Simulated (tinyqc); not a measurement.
Position of the donor: hydrogenic donor in a hard-walled well (variational).

Trial function cos(pi z/L) exp(-r/lam), r measured from the donor at zi, walls at +/- L/2, one eps everywhere. Counted from the lowest subband, E(lam) = c/(m lam^2) - (q/eps) I0/I1, with I0 the integral of cos^2(pi z/L) exp(-2|z - zi|/lam) over the well and I1 the same with the factor (|z - zi| + lam/2); c = hbar^2/2m0, q = e^2/(4 pi eps0). The binding energy is -E at the minimum.

Constants: hbar^2/2m0 = 3.80998211 eV angstrom^2; e^2/(4 pi eps0) = 14.39964547 eV angstrom.

Values chosen for the exercise (out of a larger set: near those of Ge, with one mean mass; not measured data):
- m = 0.124 m0 (mass)
- eps = 15.5 (dielectric constant)
- L = 31 angstrom (well width)

Ry* = 7.0223 meV

Fixed width; zi from the centre to the wall.

Binding:

| 2 zi/L | zi (angstrom) | lam (angstrom) | binding (meV) | in Ry* |
|---|---|---|---|---|
| 0.0 | 0.0 | 45.5 | 19.65 | 2.799 |
| 0.2 | 3.1 | 46.6 | 19.08 | 2.716 |
| 0.4 | 6.2 | 49.7 | 17.58 | 2.503 |
| 0.6 | 9.3 | 54.7 | 15.69 | 2.234 |
| 0.8 | 12.4 | 60.6 | 13.92 | 1.982 |
| 1.0 | 15.5 | 66.5 | 12.48 | 1.778 |

Give the missing row, 2 zi/L = 0.9.

Computed row:
```
2 zi/L  zi (angstrom)  lam (angstrom)  binding (meV)  in Ry*
0.9              13.9            63.6          13.16   1.873
```

Uniform doping spreads the level over 7.17 meV, from 19.65 at the centre to 12.48 at the wall, while lam grows by 46 %. The slope is flat at the centre, which gives a peak in the density of donor states there, and steepest between 2 zi/L = 0.4 and 0.6.

(tinyqc, `OMP_NUM_THREADS=1 python tinyqc.py 1280425 1280426 out.jsonl`, Intel(R) Xeon(R) Processor @ 2.30GHz, 1 thread, shared host, about 0.03 s.)
